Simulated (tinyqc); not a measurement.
Undoped symmetric double-gate MOSFET, analytic potential model: one step of the calculation.

An undoped body of thickness ts between two equal insulators and tied gates; long channel, electrons only, n = ni exp((psi - V)/Vt) with V the quasi-Fermi potential (0 at the source, Vd at the drain), constant mobility, no quantisation. Across the body psi(x) = V - 2 Vt ln[(ts/(2 beta)) sqrt(q ni/(2 eps0 eps_r Vt)) cos(2 beta x/ts)], x from the centre. Q is the electron charge per area of the whole body.

Question. Charges and drain current. beta (between 0 and pi/2) solves (Vg - V0 - V)/(2 Vt) = ln(beta) - ln(cos beta) + 2 r beta tan(beta). Q = 8 eps0 eps_r Vt beta tan(beta)/ts; I = mu (1/L)(4 eps0 eps_r/ts)(2 Vt)^2 [g(beta_s) - g(beta_d)] per width, g = beta tan(beta) - beta^2/2 + r beta^2 tan^2(beta), with beta_s at V = 0 and beta_d at V = Vd.

Values chosen for this exercise; material values those of a made-up semiconductor:
- T = 250 K (temperature)
- eps_r = 9.84 (relative permittivity of the semiconductor)
- ts = 20 nm (body thickness)
- mu = 280 cm^2/(V s) (channel mobility)
- L = 0.5 um (gate length)
- Vd = 0.1 V (drain voltage)

Constants: q = 1.602176634e-19 C, kB = 1.380649e-23 J/K, Vt = kB T/q, eps0 = 8.8541878128e-14 F/cm where lengths are in cm. Results are converted to the units shown.

beta_s = 1.3372892
beta_d = 1.1285281
r = 0.23710843

Wanted: Qs; Qd; g(beta_s); g(beta_d); I.

Answer.

Qs = 422.13 nC/cm^2
Qd = 178.92 nC/cm^2
g(beta_s) = 12.224
g(beta_d) = 3.0929
I = 16.541 uA/um

The term r beta^2 tan^2(beta), which gives the square law, makes up 61.3 % of g at the source.

Computed by the program tinyqc: `OMP_NUM_THREADS=1 python tinyqc.py 2440155 2440156 out.jsonl`, one thread of a shared Intel Xeon 2.30GHz, about 0.03 s for the whole run.
